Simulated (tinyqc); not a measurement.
Plane-wave Kohn-Sham cycle with exchange-only LDA in a layered model solid, step by step. Computed by tinyqc, a small Python program that keeps every step. Settings: points = 16, plane-wave index or count = 3, electrons = 4, k points = 3, area = 19.0, mixing = 1.0, iteration cap = 79. Command: `OMP_NUM_THREADS=1 python tinyqc.py 31971 31972 out.jsonl` (the two numbers bound the seeds that draw the settings). One thread of a shared host (Intel(R) Xeon(R) Processor @ 2.60GHz), about 0.01 s of CPU time with the checks. Later iterations appear only in the table of the cycle.

## Iteration 1: potential

A solid whose potential varies along x alone (atomic units):

| parameter | value |
|---|---|
| period a | 4.500000 |
| cross-section of the cell | 19.000000 |
| electrons per cell | 4 |
| grid points | 16 |
| plane waves -n..n, n | 3 |
| k points | 3 |
| V1 in V1 cos(2 pi x/a) | -0.280000 |

density at the start, on the grid x_j = j a/N (e/bohr^3): 0.0467836  0.0467836  0.0467836  0.0467836  0.0467836  0.0467836  0.0467836  0.0467836  0.0467836  0.0467836  0.0467836  0.0467836  0.0467836  0.0467836  0.0467836  0.0467836

V_H(G) = 4 pi rho(G)/G^2 for G != 0 (uniform background); v_x = -(3 rho/pi)^(1/3); V = V_ext + V_H + v_x; Fourier components f(G_m) = (1/N) sum_j f(x_j) exp(-i G_m x_j).

Potentials on the grid (hartree):

| x | V_ext | V_H | v_x | V |
|---|---|---|---|---|
| 0.00000 | -0.28000 | 0.00000 | -0.35483 | -0.63483 |
| 0.28125 | -0.25869 | 0.00000 | -0.35483 | -0.61352 |
| 0.56250 | -0.19799 | 0.00000 | -0.35483 | -0.55282 |
| 0.84375 | -0.10715 | 0.00000 | -0.35483 | -0.46198 |
| 1.12500 | 0 | 0.00000 | -0.35483 | -0.35483 |
| 1.40625 | 0.10715 | 0.00000 | -0.35483 | -0.24768 |
| 1.68750 | 0.19799 | 0.00000 | -0.35483 | -0.15684 |
| 1.96875 | 0.25869 | 0.00000 | -0.35483 | -0.09614 |
| 2.25000 | 0.28000 | 0.00000 | -0.35483 | -0.07483 |
| 2.53125 | 0.25869 | 0.00000 | -0.35483 | -0.09614 |
| 2.81250 | 0.19799 | 0.00000 | -0.35483 | -0.15684 |
| 3.09375 | 0.10715 | 0.00000 | -0.35483 | -0.24768 |
| 3.37500 | 0 | 0.00000 | -0.35483 | -0.35483 |
| 3.65625 | -0.10715 | 0.00000 | -0.35483 | -0.46198 |
| 3.93750 | -0.19799 | 0.00000 | -0.35483 | -0.55282 |
| 4.21875 | -0.25869 | 0.00000 | -0.35483 | -0.61352 |

V(G_m), m = 0, 1, 2, ... (hartree): -0.35483  -0.14000  0.00000  0.00000  0.00000  0.00000  0.00000

## Iteration 1: Hamiltonian at one k

k = 0.00000 2 pi / a

H(m,m') = (k + G_m)^2/2 delta + V(G_m - G_m'), with V(-G) = V(G).

H (hartree), lower triangle:
```
          -3        -2        -1        +0        +1        +2       +3
-3   8.41815
-2  -0.14000   3.54427
-1   0.00000  -0.14000   0.61994
+0   0.00000   0.00000  -0.14000  -0.35483
+1   0.00000   0.00000   0.00000  -0.14000   0.61994
+2   0.00000   0.00000   0.00000   0.00000  -0.14000   3.54427
+3   0.00000   0.00000   0.00000   0.00000   0.00000  -0.14000  8.41815
```

## Iteration 1: levels at that k

Diagonalise the Hermitian matrix.

eigenvalues (hartree): -0.39369  0.61325  0.65209  3.54694  3.54697  8.42217  8.42217

## Iteration 1: new density

Motion across x is left out: the lowest 2 band(s) hold two electrons at each of the k points (j + 1/2)/nk - 1/2. Residual R = rho(out) - rho(in); rho(new) = rho(in) + 1 R. rho(out) = 2/(a A nk) sum |psi|^2 with psi = sum c exp(i G x). Harris energy E = band energy - dV sum rho (V_H/2 + v_x) + (3/4) dV sum rho v_x with rho(in), dV = a A/N, band energy = (2/nk) sum of the filled levels.

rho(out) (e/bohr^3): 0.0479582  0.0499573  0.0541165  0.0565176  0.0543498  0.0477952  0.0395149  0.0328644  0.0303483  0.0328644  0.0395149  0.0477952  0.0543498  0.0565176  0.0541165  0.0499573

density after iteration 1 (e/bohr^3): 0.0479582  0.0499573  0.0541165  0.0565176  0.0543498  0.0477952  0.0395149  0.0328644  0.0303483  0.0328644  0.0395149  0.0477952  0.0543498  0.0565176  0.0541165  0.0499573

energy per cell = 0.2493927 hartree

## Iteration 2: potential

As before.

Potentials on the grid (hartree):

| x | V_ext | V_H | v_x | V |
|---|---|---|---|---|
| 0.00000 | -0.28000 | 0.04885 | -0.35778 | -0.58892 |
| 0.28125 | -0.25869 | 0.04809 | -0.36268 | -0.57327 |
| 0.56250 | -0.19799 | 0.04399 | -0.37248 | -0.52647 |
| 0.84375 | -0.10715 | 0.03275 | -0.37791 | -0.45230 |
| 1.12500 | 0 | 0.01223 | -0.37301 | -0.36078 |
| 1.40625 | 0.10715 | -0.01544 | -0.35737 | -0.26566 |
| 1.68750 | 0.19799 | -0.04397 | -0.33541 | -0.18139 |
| 1.96875 | 0.25869 | -0.06541 | -0.31543 | -0.12215 |
| 2.25000 | 0.28000 | -0.07337 | -0.30716 | -0.10053 |
| 2.53125 | 0.25869 | -0.06541 | -0.31543 | -0.12215 |
| 2.81250 | 0.19799 | -0.04397 | -0.33541 | -0.18139 |
| 3.09375 | 0.10715 | -0.01544 | -0.35737 | -0.26566 |
| 3.37500 | 0 | 0.01223 | -0.37301 | -0.36078 |
| 3.65625 | -0.10715 | 0.03275 | -0.37791 | -0.45230 |
| 3.93750 | -0.19799 | 0.04399 | -0.37248 | -0.52647 |
| 4.21875 | -0.25869 | 0.04809 | -0.36268 | -0.57327 |

V(G_m), m = 0, 1, 2, ... (hartree): -0.35334  -0.12205  0.00400  -0.00005  0.00029  0.00000  0.00001

## Iteration 2: Hamiltonian at one k

k = 0.00000 2 pi / a

As before.

H (hartree), lower triangle:
```
          -3        -2        -1        +0        +1        +2       +3
-3   8.41964
-2  -0.12205   3.54576
-1   0.00400  -0.12205   0.62143
+0  -0.00005   0.00400  -0.12205  -0.35334
+1   0.00029  -0.00005   0.00400  -0.12205   0.62143
+2   0.00000   0.00029  -0.00005   0.00400  -0.12205   3.54576
+3   0.00001   0.00000   0.00029  -0.00005   0.00400  -0.12205  8.41964
```

## Iteration 2: levels at that k

As before.

eigenvalues (hartree): -0.38295  0.61236  0.64990  3.54748  3.54813  8.42268  8.42271

## Iteration 2: new density

As before.

rho(out) (e/bohr^3): 0.0466065  0.0487071  0.0532054  0.0561760  0.0546307  0.0485140  0.0403976  0.0337375  0.0311951  0.0337375  0.0403976  0.0485140  0.0546307  0.0561760  0.0532054  0.0487071

density after iteration 2 (e/bohr^3): 0.0466065  0.0487071  0.0532054  0.0561760  0.0546307  0.0485140  0.0403976  0.0337375  0.0311951  0.0337375  0.0403976  0.0485140  0.0546307  0.0561760  0.0532054  0.0487071

energy per cell = 0.2546617 hartree

## Convergence

Stop when sqrt(dV sum R^2) is below 1e-8, dV = a A/N.

Course of the cycle:

| iteration | E (hartree) | norm of the residual |
|---|---|---|
| 1 | 0.2493927 | 8.00e-02 |
| 2 | 0.2546617 | 7.95e-03 |
| 3 | 0.2547603 | 9.63e-04 |
| 4 | 0.2547618 | 1.19e-04 |
| 5 | 0.2547619 | 1.46e-05 |
| 6 | 0.2547619 | 1.80e-06 |
| 7 | 0.2547619 | 2.21e-07 |
| 8 | 0.2547619 | 2.72e-08 |
| 9 | 0.2547619 | 3.35e-09 |

Converged in 9 iterations. Before convergence this energy mixes input and output and is not variational, so it may rise towards its limit.
